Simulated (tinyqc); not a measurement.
# Worked calculation: Zener tunnelling in a reverse-biased junction, two-band WKB

Program tinyqc, `OMP_NUM_THREADS=1 python tinyqc.py 2620082 2620083 out.jsonl`; Intel Xeon 2.30GHz, shared host, one thread, about 0.01 s. Printed values are rounded.

Abrupt p-n junction, depletion approximation. Energies E are counted from the conduction-band edge of the neutral n side; its Fermi level lies at dn, that of the p side at dn - V, and the valence-band edge of the neutral p side at Em = dn + dp - V. Tunnelling needs 0 < E < Em. Two-band dispersion with equal masses m: inside the gap kappa = sqrt(m u (1 - u/Eg)/C), u the distance from a band edge, C = hbar^2/(2 m0).

Inputs (values chosen for the exercise); band and dielectric values close to those of germanium:
- T = 350 K (temperature)
- Eg = 0.671 eV (band gap)
- eps_r = 16.3 (relative permittivity)
- Nc = 1.3e19 cm^-3 (conduction-band density of states at 350 K)
- Nv = 7.54e18 cm^-3 (valence-band density of states at 350 K)
- m = 0.044 m0 (band-edge mass of the two-band model)
- Na = 1.4e19 cm^-3 (acceptor density)
- Nd = 7e17 cm^-3 (donor density)
- V = -1.4 V (bias of the p side)
- nE = 13 (points of the energy grid)

Constants: q = 1.602176634e-19 C, kB = 1.380649e-23 J/K, hbar = 1.054571817e-34 J s, h = 6.62607015e-34 J s, m0 = 9.1093837015e-31 kg, Vt = kB T/q, eps0 = 8.8541878128e-14 F/cm where lengths are in cm, hbar^2/(2 m0) = 0.0380998212 eV nm^2. Results are converted to the units shown.

Range of the model: The two-band model describes a direct gap; phonon-assisted tunnelling across an indirect gap is left out. Parabolic densities of states, no band tails and no gap narrowing, all of which matter at such doping.

## Fermi levels and built-in voltage

Nd = Nc F12(dn/Vt), Na = Nv F12(dp/Vt), F12(x) = (2/sqrt(pi)) int_0^infinity sqrt(u)/(1 + exp(u - x)) du; dn = EF - Ec on the n side, dp = Ev - EF on the p side (negative outside the bands); Vbi = Eg + dn + dp.

dn = -0.0875444 eV
dp = 0.0379763 eV
Vbi = 0.621432 V

Boltzmann statistics would give dn = -0.0881 eV and dp = 0.0187 eV. The bands of the two sides begin to overlap at a reverse bias of 0.0496 V.

## Width, field and exponent

W = sqrt(2 eps0 eps_r (Vbi - V)(1/Na + 1/Nd)/q), mean field F = (Vbi - V)/W, peak field 2 F. In a uniform field F the exponent is S = pi sqrt(m/C) Eg^1.5/(4 F). Transverse energy Et = C kt^2/m raises it to S (1 + 4 Et/Eg), so T = exp(-S) exp(-Et/Eb) with Eb = Eg/(4 S). KJ = (2 q^2/h) m/(4 pi C) (times 1e14 for A/cm^2 per eV^2).

W = 73.9100 nm
mean field = 0.273499 MV/cm
S = 16.9622
exp(-S) = 4.29936e-8
Eb = 9.88963 meV
tunnelling length Eg/F = 24.5339 nm

## Current density on a coarse grid

J = KJ exp(-S) Eb times the integral from 0 to Em of [f(E - dn) - f(E - dn + V)] [1 - exp(-min(E, Em - E)/Eb)] dE, f(x) = 1/(1 + exp(x/Vt)), with S and Eb from the mean field; J > 0 flows from p to n. KJ = (2 q^2/h) m/(4 pi C) (times 1e14 for A/cm^2 per eV^2). Simpson's rule on nE equally spaced points from 0 to Em.

| point | E (eV) | difference of the f | transverse factor |
|---|---|---|---|
| 0 | 0.00000 | -0.94797 | 0.00000 |
| 1 | 0.11254 | -0.99869 | 0.99999 |
| 2 | 0.22507 | -0.99997 | 1.00000 |
| 3 | 0.33761 | -1.00000 | 1.00000 |
| 4 | 0.45014 | -1.00000 | 1.00000 |
| 5 | 0.56268 | -1.00000 | 1.00000 |
| 6 | 0.67522 | -1.00000 | 1.00000 |
| 7 | 0.78775 | -1.00000 | 1.00000 |
| 8 | 0.90029 | -1.00000 | 1.00000 |
| 9 | 1.01282 | -0.99995 | 1.00000 |
| 10 | 1.12536 | -0.99798 | 1.00000 |
| 11 | 1.23790 | -0.92216 | 0.99999 |
| 12 | 1.35043 | -0.22112 | 0.00000 |

integral = -1.26337 eV
KJ = 7.12057e8 A/(cm^2 eV^2)
J = -0.382497 A/cm^2

A converged quadrature gives -0.3909 A/cm^2; this grid is 2.1 % below that in size.
